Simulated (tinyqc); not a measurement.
What each parameter does: Gamma, L and X subbands of a thin body with non-parabolic valleys.

Hard walls, flat band, c = hbar^2/2m0, energies from the bulk Gamma edge. For a valley at angle theta to the normal 1/m_z = cos^2/ml + sin^2/mt and m_d = sqrt(ml mt^2/m_z). Subband n starts at E_v + e with e (1 + a e) = c (n pi/t)^2/m_z, and its density-of-states mass is taken as m_d (1 + 2 a e), without further growth at higher in-plane energy. Groups are named by valley and degeneracy.

n_i = g m/(2 pi c) kB T ln(1 + exp((EF - E_i)/kB T)), sum n_i = Ns (1e12/cm^2 = 1e-4/angstrom^2), c = hbar^2/2m0. Quantum capacitance Cq = 1602.176634 sum g m/(2 pi c) f_i in microfarad/cm^2 with f_i = 1/(1 + exp((E_i - EF)/kB T)); Cox = 34.5313/eot (one gate); C/Cox = Cq/(Cq + Cox), the centroid term left out.

Constants: hbar^2/2m0 = 3.80998211 eV angstrom^2; kB = 8.617333262e-05 eV/K.

Values chosen for the exercise (near those of a thin GaAs channel; the results hold for these values, not for the real material): face = 110 (surface); mG = 0.0675 m0 (Gamma mass); aG = 0.58 1/eV (Gamma non-parabolicity); EL = 0.297 eV (L edge above Gamma); mL = (1.958, 0.073) m0 (L valleys (four, along <111>): ml, mt); EX = 0.506 eV (X edge above Gamma); mX = (1.268, 0.236) m0 (X valleys (three, along <100>): ml, mt); aS = 0.38 1/eV (non-parabolicity of L and X); Ns = 8.7 x 1e12/cm^2 (sheet density); T = 300 K (temperature); eot = 9 angstrom (equivalent oxide thickness); t = 70 angstrom (body thickness).

n = 1 to 8 of all groups.

Results for these values:

| case | lowest edge (eV) | EF (eV) | Gamma share (%) | C/Cox |
|---|---|---|---|---|
| base | 0.107 | 0.312 | 75.7 | 0.816 |

What happens to each result for aG = 0.41 1/eV, all else kept?

Answer: lowest edge rises from 0.107 to 0.109; EF rises from 0.312 to 0.315; Gamma share falls from 75.7 to 73.2; C/Cox rises from 0.816 to 0.821.

The same for each parameter in turn:

| case | lowest edge (eV) | EF (eV) | Gamma share (%) | C/Cox |
|---|---|---|---|---|
| base | 0.107 | 0.312 | 75.7 | 0.816 |
| t = 78 angstrom | 0.087 | 0.296 | 79.9 | 0.816 |
| mG = 0.0776 m0 | 0.094 | 0.295 | 86.2 | 0.785 |
| aG = 0.41 1/eV | 0.109 | 0.315 | 73.2 | 0.821 |
| EL = 0.247 eV | 0.107 | 0.276 | 61.8 | 0.851 |
| Ns = 13 x 1e12/cm^2 | 0.107 | 0.341 | 59.2 | 0.888 |
| eot = 7 angstrom | 0.107 | 0.312 | 75.7 | 0.775 |
| T = 250 K | 0.107 | 0.319 | 78.1 | 0.820 |

Program tinyqc; command `OMP_NUM_THREADS=1 python tinyqc.py 1282318 1282319 out.jsonl`; about 0.04 s on one thread of a shared Intel(R) Xeon(R) Processor @ 2.30GHz.
